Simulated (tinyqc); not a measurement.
What moves the results: band offset of a heterojunction with an interface dipole (two-band chains, self-consistent charge). A value that a table varies takes the place of the one given here.

Sites alternate A, C. Left: A at -G1/2, C at +G1/2, hopping -t1; right: A at D - G2/2, C at D + G2/2, hopping -t2; the bonds across the two interfaces of a ring (C left to A right, C right to A left) have -sqrt(t1 t2). D is the offset of the mid-gaps, so Ev(right) - Ev(left) = D - (G2 - G1)/2 and Ec(right) - Ec(left) = D + (G2 - G1)/2. The closing bond has its sign reversed (antiperiodic ring). Half the levels are filled with two electrons each. The charge moved is q = (electrons on the left) less one a site; the mean over the two interfaces, q/2, is taken as the charge that crosses each, and its dipole opposes the offset: D = D0 - u q/2.

From here on the ring has 24 cells a side.

Values chosen for the exercise (gaps near those of GaN and AlN; the chains and D0 are free models, so the offsets are not those of the real pair; not measured data):
- G1 = 3.32 eV (gap on the left)
- G2 = 6.39 eV (gap on the right)
- t1 = 1.71 eV (hopping on the left)
- t2 = 1.71 eV (hopping on the right)
- u = 5.5 eV (potential step per electron moved across)
- D0 = 2.55 eV (mid-gap of the right side above that of the left, without dipole)

## Where the moved charge sits

D = 2.06154 eV

Electrons in cell k from an interface at the self-consistent D, less those at D = 0. Interface 1 joins C left to A right, interface 2 C right to A left. The decay lengths 1/(2 kappa a) are those of mid-gap states, cosh(kappa a) = 1 + G^2/(8 t^2).

Change of the electron count:
```
k  left of 1  right of 1  left of 2  right of 2
1    0.11210    -0.12094    0.04764    -0.05149
2    0.01110    -0.00371    0.00455    -0.00131
3    0.00137    -0.00012    0.00057    -0.00004
4    0.00018     0.00000    0.00008     0.00000
5    0.00002     0.00000    0.00001     0.00000
6    0.00000     0.00000    0.00000     0.00000
```

decay lengths (cells): left 0.534, right 0.300

Over six cells interface 1 moves +0.1248 electrons to the left side and -0.1248 to the right, interface 2 +0.0528 and -0.0528: each change is a dipole, and the two differ because the bonds join different sites. The first cells hold 93 % of it at interface 1. The tail is longer on the left, where the gap is smaller against the hopping: from k = 2 to 4 it falls by a factor 61.1, and pure mid-gap decay would give 42.3; the exponential carries a prefactor that falls as a power of the distance, so the first cells drop faster.

## Screening of the starting offset

chi = 0.073851 1/eV

D0 is varied; the self-consistent D is found by bisection. chi = dq/dD at D = 0; the linear rule is D = S D0 with S = 1/(1 + u chi/2). The gap of the junction closes (type III) at |D| = (G1 + G2)/2.

Against D0:
```
2 D0/(G1 + G2)  D0 (eV)  q at D0   D (eV)    D/D0  linear (eV)
-0.85            -4.127  -0.5548  -3.1912  0.7733      -3.4301
-0.55            -2.670  -0.2553  -2.1530  0.8063      -2.2195
-0.30            -1.456  -0.1162  -1.1998  0.8237      -1.2106
-0.15            -0.728  -0.0548  -0.6040  0.8293      -0.6053
0.10              0.485   0.0362   0.4031  0.8304       0.4035
0.25              1.214   0.0946   1.0026  0.8260       1.0089
0.50              2.428   0.2220   1.9676  0.8106       2.0177
0.80              3.884   0.4899   3.0278  0.7795       3.2284
0.95              4.612   0.7097   3.5061  0.7602       3.8337
```

D/D0 lies between 0.760 and 0.830, against S = 0.831 from chi at D = 0; the linear rule misses by at most 328 meV. q is odd in D. Less than half of the starting offset is screened, so the natural line-up still counts most.

## Wider gaps screen less

G2 is varied. chi = (q(+0.01) - q(-0.01))/0.02 at D = 0, S = 1/(1 + u chi/2).

Against G2:
```
G2 (eV)  chi (1/eV)       S
0.7         0.25664  0.5862
1.1         0.22898  0.6136
1.5         0.20643  0.6379
2.3         0.17068  0.6806
3.4         0.13411  0.7306
5.5         0.08759  0.8059
7.0         0.06591  0.8466
9.0         0.04621  0.8872
```

chi falls from 0.2566 to 0.0462 1/eV, a factor 5.6, and S rises from 0.586 to 0.887: charge crosses through the tails of states that tunnel into the other gap, and these shorten as the gap widens. u is kept fixed, though a wider gap also screens less and would raise it.

## What each parameter does

Self-consistent D by bisection, q there, and the two offsets. Each row changes one parameter from the base and keeps the others.

Results:
```
case           D (eV)       q  valence offset (eV)  conduction offset (eV)
base           2.0615  0.1776               0.5265                  3.5965
G1 = 3.818 eV  2.0943  0.1657               0.8083                  3.3803
G2 = 7.348 eV  2.1291  0.1531               0.1151                  4.1431
t1 = 1.966 eV  2.0489  0.1822               0.5139                  3.5839
t2 = 1.966 eV  2.0455  0.1835               0.5105                  3.5805
D0 = 2.932 eV  2.3492  0.2119               0.8142                  3.8842
u = 6.325 eV   2.0074  0.1716               0.4724                  3.5424
```

The largest shifts from the base row, up to three for each result and ties (the steps differ in size, so this ranks the rows, not the parameters). D (eV): D0 +0.2877, G2 +0.0675, u -0.0542. q: D0 +0.0343, G2 -0.0246, G1 -0.0119. valence offset (eV): G2 -0.4115, D0 +0.2877, G1 +0.2818. conduction offset (eV): G2 +0.5465, D0 +0.2877, G1 -0.2162.

(tinyqc, `OMP_NUM_THREADS=1 python tinyqc.py 1481686 1481687 out.jsonl`, Intel(R) Xeon(R) Processor @ 2.30GHz, 1 thread, shared host, about 0.4 s.)
